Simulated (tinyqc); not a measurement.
# Gate voltage for a given inversion charge

Question. p-type body, charge-sheet picture, depletion and inversion only, full ionisation (an idealisation for deep acceptors), Boltzmann statistics (rough once Na exp(x - xn) passes about Nc/7). In units of Vt: xg = (Vg - Vfb)/Vt, x = psi/Vt, G = gamma/sqrt(Vt), xn = (2 phiF + Vc)/Vt. The implicit equation is (xg - x)^2 = G^2 [x - 1 + exp(x - xn)] for x above about 3. Cox = eps0 eox/tox. ni = sqrt(Nc Nv) exp(-Eg/(2 Vt)), Eg in volts; phiF = Vt ln(Na/ni); gamma = sqrt(2 q eps0 eps_r Na)/Cox. N_inv = (Cox Vt G/q) [sqrt(x - 1 + exp(x - xn)) - sqrt(x - 1)]. Find x - xn, psi and Vg.

Parameters, values chosen for the exercise; band and dielectric values close to those of silicon: temperature T = 350 K; band gap Eg = 1.13 eV; relative permittivity eps_r = 11.8; conduction-band density of states at T Nc = 3.49e19 cm^-3; valence-band density of states at T Nv = 3.35e19 cm^-3; relative permittivity of the gate insulator (close to silicon nitride) eox = 7.59; insulator thickness tox = 7 nm; acceptor density Na = 4.4e17 cm^-3; flat-band voltage Vfb = -0.88 V; channel-body voltage Vc = 0.5 V.

Constants: q = 1.602176634e-19 C, kB = 1.380649e-23 J/K, Vt = kB T/q, eps0 = 8.8541878128e-14 F/cm where lengths are in cm. Results are converted to the units shown.

N_inv = 7.5e10 cm^-2

Answer. N_inv rises steadily with x, so it fixes x; the implicit equation then gives xg directly.

x - xn = 0.8992
psi = 1.395 V
Vg = 0.9940 V

tinyqc, about 0.01 s, one thread, Intel Xeon 2.30GHz (shared host): `OMP_NUM_THREADS=1 python tinyqc.py 2122182 2122183 out.jsonl`
